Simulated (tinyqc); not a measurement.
Inside a calculation. Model: hot electrons in a saturated n-channel MOSFET, lucky-electron model.

Computed by the program tinyqc: `OMP_NUM_THREADS=1 python tinyqc.py 2550158 2550159 out.jsonl`, one thread of a shared Intel Xeon 2.30GHz, about 0.01 s for the whole run. Printed values are rounded.

Beyond pinch-off the lateral field grows as Esat cosh(y/l) over the velocity-saturated region (pseudo-two-dimensional model). Impact ionisation in this region gives the substrate current, which biases the body forward through Rsub. Currents are per width. Local-field laws: they overstate ionisation when the field peak is narrower than an energy relaxation length.

Values chosen for this exercise; values close to those of silicon n-channel devices: channel length L = 0.25 um; oxide thickness tox = 5 nm; junction depth xj = 87 nm; threshold VT = 0.49 V; effective mobility mu = 320 cm^2/(V s); saturation velocity vs = 7.8e6 cm/s; ionisation prefactor Ai = 2e6 1/cm; ionisation field Bi = 1.75 MV/cm; resistance of the lightly doped drain Rd = 0 ohm um; substrate resistance Rsub = 17000 ohm um; fall of VT per volt of forward body bias kb = 0.44; hot-electron mean free path lm = 7.1 nm; oxide barrier pb = 3.2 V; prefactor of the gate current Cg = 0.0038; lifetime exponent m = 3; lifetime constant Hl = 2700 s uA/um; drain voltage Vd = 2.1 V; gate voltage Vg = 1.2 V.

Constants: eps0 = 8.8541878128e-14 F/cm where lengths are in cm. Results are converted to the units shown.

## Length and field scales

Cox = 3.9 eps0/tox, l = sqrt(3 tox xj), Esat = 2 vs/mu.

Cox = 0.690627 uF/cm^2
l = 36.1248 nm
Esat = 0.04875 MV/cm
Esat L = 1.21875 V

## Iteration 1: body bias from the substrate current

Vb at the start = 0 V

Cox = 3.9 eps0/tox. Overdrive g = Vg - VT + kb Vb; Vdsat = g Esat L/(g + Esat L); Id = Cox vs (g - Vdsat); dV = Vd - Id Rd - Vdsat; Em = sqrt((dV/l)^2 + Esat^2); Isub = Id (Ai/Bi) l Em exp(-Bi/Em). Vb(new) = Rsub Isub.

Vdsat = 0.448639 V
Id = 140.792 uA/um
dV = 1.65136 V
Em = 0.459719 MV/cm
Isub = 5.93815 uA/um
Vb after iteration 1 = 0.100949 V

## Iteration 2: body bias from the substrate current

As before.

Vdsat = 0.465975 V
Id = 155.381 uA/um
dV = 1.63403 V
Em = 0.454947 MV/cm
Isub = 6.23160 uA/um
Vb after iteration 2 = 0.105937 V

## Course of the iteration: body bias from the substrate current

Stop when Vb changes by less than 1e-9 V, or after 60 iterations.

Course of the iteration:
```
iteration    Vb (V)  |change| (V)
1          0.100949         0.101
2          0.105937       4.99e-3
3          0.106175       2.38e-4
4          0.106187       1.13e-5
5          0.106187       5.41e-7
6          0.106187       2.58e-8
7          0.106187       1.23e-9
8          0.106187      5.85e-11
```

Converged in 8 iterations. At the end each change is about 0.048 times the one before: linear convergence.

## Gate current, lifetime and channel shortening

Id = 156.149 uA/um
dV = 1.63315 V
Em = 0.454706 MV/cm
Isub = 6.24631 uA/um

Ig = Cg Id exp(-pb/(lm Em)); lifetime tau = (Hl/Id)(Isub/Id)^(-m); length of the saturated region dL = l ln[(dV/l + Em)/Esat]. 1 year = 3.15576e7 s.

Isub/Id = 0.0400021
Ig = 29.4170 pA/um
tau = 0.00855992 years
dL = 105.600 nm

The lifetime misses ten years. Integrating Ai exp(-Bi/E) over the cosh profile gives Isub/Id = 0.0331, so the closed form is 21 % above it.
